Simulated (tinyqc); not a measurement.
A finite superlattice with mass mismatch, transfer matrices: two steps of the calculation.

One electron of energy E comes from the left lead (band edge 0); no transverse momentum. Parabolic bands, masses in units of m0, C = hbar^2/(2 m0); psi and psi'/m are continuous at every interface. N periods of a barrier d1 followed by a well Lw; the right lead equals the left one.

Parameters, values chosen for the exercise; masses and offsets close to those of GaAs wells and AlGaAs barriers:
- mL = 0.069 m0 (mass in the left lead)
- U1 = 0.25 eV (barrier height)
- m1 = 0.09 m0 (barrier mass)
- d1 = 1.7 nm (barrier width)
- Lw = 5.3 nm (well width (edge 0, mass mL))
- E = 0.17 eV (electron energy)

Constants: q = 1.602176634e-19 C, hbar = 1.054571817e-34 J s, m0 = 9.1093837015e-31 kg, hbar^2/(2 m0) = 0.0380998212 eV nm^2. Results are converted to the units shown.

Task 1. Matrices of the layers. For the pair (psi, psi'/m) a flat layer has M = [[cos kd, (m/k) sin kd], [-(k/m) sin kd, cos kd]] with k = sqrt(m (E - U)/C) above its edge U, and M = [[cosh Kd, (m/K) sinh Kd], [(K/m) sinh Kd, cosh Kd]] with K = sqrt(m (U - E)/C) below it. M12 is in nm, M21 in 1/nm.

Find: M of layer 1; M of layer 2.

Result 1.

M of layer 1:
```
       1       2
1  1.286  0.1673
2  3.903   1.286
```

M of layer 2:
```
         1        2
1  -0.9799  0.02480
2   -1.604  -0.9799
```

Task 2. Product of the matrices. The matrix of the later layer stands to the left: M = M_n ... M_2 M_1; det M = 1.

M of layer 1:
```
           1           2
1  1.2857287  0.16731196
2  3.9034762   1.2857287
```

M of layer 2:
```
             1            2
1  -0.97990598  0.024803744
2   -1.6039622  -0.97990598
```

Find: M of one period.

Result 2.

M of one period:
```
        1        2
1  -1.163  -0.1321
2  -5.887   -1.528
```

tinyqc, about 0.01 s, one thread, Intel Xeon 2.30GHz (shared host): `OMP_NUM_THREADS=1 python tinyqc.py 2560121 2560122 out.jsonl`
